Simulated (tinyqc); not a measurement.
From the Foster terms back to the ladder.

Inverse problem. A two-node ladder (R1 between the nodes, R2 to ambient, C1 and C2 to ambient) has Z(t) = r_1 (1 - exp(-t/tau_1)) + r_2 (1 - exp(-t/tau_2)) at node 1. Find C1, R1, R2 and C2.

tau_1, tau_2 (ms): 0.41751936  3.3224806
r_1, r_2 (K/W): 0.27434489  1.7256551

Answer. The initial slope gives 1/C1 = sum r/tau, the initial curvature 1/(R1 C1^2) = sum r/tau^2, the final value R1 + R2 = sum r, and the determinant tau_1 tau_2 = R1 R2 C1 C2.

C1 = 0.8500 mJ/K
R1 = 0.8000 K/W
R2 = 1.200 K/W
C2 = 1.700 mJ/K

Numbers from tinyqc (`OMP_NUM_THREADS=1 python tinyqc.py 2520071 2520072 out.jsonl`; about 0.01 s on one thread of a shared Intel Xeon 2.30GHz).
